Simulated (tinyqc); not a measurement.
# Frequency dispersion of an accumulation capacitance by border traps, distributed model, step by step

Computed by the program tinyqc: `OMP_NUM_THREADS=1 python tinyqc.py 2202229 2202230 out.jsonl`, one thread of a shared Intel Xeon 2.30GHz, about 0.3 s for the whole run. Printed values are rounded.

Traps spread evenly through the insulator exchange electrons with the semiconductor by tunnelling, with tau(x) = t0 exp(2 ka x) at depth x from the interface. The admittance per area Y seen at depth x obeys dY/dx = -Y^2/(i w eps0 eox) + q Nb ln(1 + i w tau)/tau, with Y(0) = i w Cs and w = 2 pi f; the gate sees Y(tox) = G + i w C. Working variable y = Y/(i w), in uF/cm^2. Cox = eps0 eox/tox.

Parameters, values chosen for the exercise; permittivity close to that of zirconium oxide:

| symbol | value | unit | meaning |
|---|---|---|---|
| eox | 22.6 |  | relative permittivity of the insulator |
| tox | 3.7 | nm | insulator thickness |
| Cs | 3.4 | uF/cm^2 | semiconductor capacitance in accumulation |
| Nb | 2.8e19 | cm^-3 eV^-1 | density of border traps |
| ka | 5.7 | 1/nm | decay constant of the wave function in the insulator |
| t0 | 3e-9 | s | time constant of a trap at the interface |
| f | 1e6 | Hz | frequency |
| xe | 0.79 | nm | depth down to which the steps are taken |

Constants: q = 1.602176634e-19 C, eps0 = 8.8541878128e-14 F/cm where lengths are in cm. Results are converted to the units shown.

## Scales and lumped estimate

Cox; trap-free value 1/(1/Cox + 1/Cs); response depth d = ln(1/(w t0))/(2 ka), where w tau = 1; lumped estimate: all traps within d act as C_bt = q Nb d placed at d/2, so C = 1/{1/[1/(1/Cs + d/(2 eps0 eox)) + C_bt] + (tox - d/2)/(eps0 eox)}.

Cox = 5.40823 uF/cm^2
trap-free C = 2.08759 uF/cm^2
d = 0.348357 nm
C_bt = 0.156276 uF/cm^2
lumped C = 2.14898 uF/cm^2

The traps within reach amount to 0.0460 Cs and lie in the first 9.42 % of the insulator.

## Midpoint steps through the active depth

In terms of y: dy/dx = -y^2/(eps0 eox) + s(x), s = q Nb ln(1 + z)/z, z = i w tau. 11 midpoint steps of h = xe/11: y_half = y + (h/2) y'(x, y), y(new) = y + h y'(x + h/2, y_half).

x, point 0 to 11 (nm): [0, 0.0718182, 0.143636, 0.215455, 0.287273, 0.359091, 0.430909, 0.502727, 0.574545, 0.646364, 0.718182, 0.79]
s, point 0 to 11 (uF/(cm^2 nm)): [0.448556-0.004227i, 0.448337-0.009579i, 0.447212-0.021639i, 0.441588-0.048146i, 0.416176-0.099850i, 0.335981-0.163338i, 0.209841-0.177140i, 0.108102-0.136975i, 0.050895-0.087877i, 0.023079-0.051010i, 0.010302-0.027912i, 0.004567-0.014699i]
y, point 0 to 11 (uF/cm^2): [3.40000+0.00000i, 3.39083-0.00045i, 3.38185-0.00147i, 3.37291-0.00374i, 3.36330-0.00867i, 3.35047-0.01797i, 3.33006-0.03027i, 3.30155-0.04096i, 3.26817-0.04789i, 3.23272-0.05157i, 3.19675-0.05308i, 3.16099-0.05332i]

## Capacitance and conductance at the gate

y at xe = 3.16099-0.05332i uF/cm^2

Beyond xe the traps are ignored, so 1/y(tox) = 1/y(xe) + (tox - xe)/(eps0 eox); C = Re y, G/w = -Im y, loss tangent G/(w C).

y at the gate = 2.16566-0.02502i uF/cm^2
C = 2.16566 uF/cm^2
G/w = 0.0250229 uF/cm^2
loss tangent = 0.0115544

A fine integration over the whole insulator gives C = 2.1659 and G/w = 0.02575 uF/cm^2; the coarse G/w is 2.8 % below that. The fine C is 3.8 % above the trap-free value, and the lumped estimate is 0.78 % below the fine result.
